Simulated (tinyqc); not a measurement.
# Changing the defect mass M'

Model: vibrations of a mass or spring defect in a linear chain. Computed by tinyqc, a small Python program. Command: `OMP_NUM_THREADS=1 python tinyqc.py 3019071 3019072 out.jsonl localmode sweep`. One thread of a shared host (Intel(R) Xeon(R) Processor @ 2.30GHz), about 0.04 s of CPU time with the checks.

A ring of N atoms with nearest-neighbour springs k and motion along the chain. Atom 1 is the defect, of mass M', and its two springs are k'. Odd sites are A (the defect replaces an A atom), even sites B.

Inputs (values chosen for the exercise, for a model chain):
```
quantity                         value           unit
spring constant k                 9.14  eV/angstrom^2
mass M_A                          92.4              u
mass M_B                          31.1              u
spring ratio k'/k at the defect      1              -
```

Host: diatomic.

Constants: nu for 1 eV/(angstrom^2 u) = 15.6333042 THz.

Method:
- Host bands: lambda from 0 to 2k/M(heavy) and from 2k/M(light) to 2k (1/M_A + 1/M_B).
- nu = 15.6333042 THz x sqrt(lambda), lambda in eV/(angstrom^2 u).
- D_ii = (sum of the two springs at i)/M_i, D_ij = -k_ij/sqrt(M_i M_j) for neighbours, closed into a ring.
- The same matrix for 120 atoms; amplitudes are the mass-weighted eigenvector, in size, relative to the defect, for the highest mode; its weight is the squared component of the normalised eigenvector on the defect.

One run for each value; columns: (1) defect mass M' (u); (2) ratio to the top of the host band; (3) weight of the highest mode on the defect; (4) highest frequency, long ring (THz):
```
(1)       (2)         (3)     (4)
3.7    2.5856  9.3723e-01  35.828
5.9    2.0867  8.9726e-01  28.914
9.3    1.7128  8.3299e-01  23.734
15.0   1.4206  7.2367e-01  19.685
23.0   1.2348  5.8139e-01  17.110
37.0   1.0997  3.9099e-01  15.238
58.0   1.0276  2.1437e-01  14.239
92.0   1.0000  5.2928e-03  13.857
150.0  0.9999  1.2667e-05  13.856
230.0  0.9999  3.5253e-06  13.856
```

What does the table show, and why?

Over the rows, ratio to the top of the host band falls from 2.59 to 1.000; weight of the highest mode on the defect falls from 0.937 to 3.53e-6 (exponent d ln y / d ln x -0.093 between the first rows and -3.0 between the last); highest frequency, long ring (THz) falls from 35.8 to 13.9. At the low end the exponent of highest frequency, long ring is -0.46, close to -0.50: a very light atom vibrates against nearly fixed neighbours. At the high end the exponent of highest frequency, long ring is 0.00, close to 0: the defect atom hardly takes part in the top mode. A mode above the band (ratio over 1.0005) appears for M' up to 58.0 u among these rows, 0.63 of the mass replaced.

Extremes, crossings and ranges named in words are read from the listed rows.
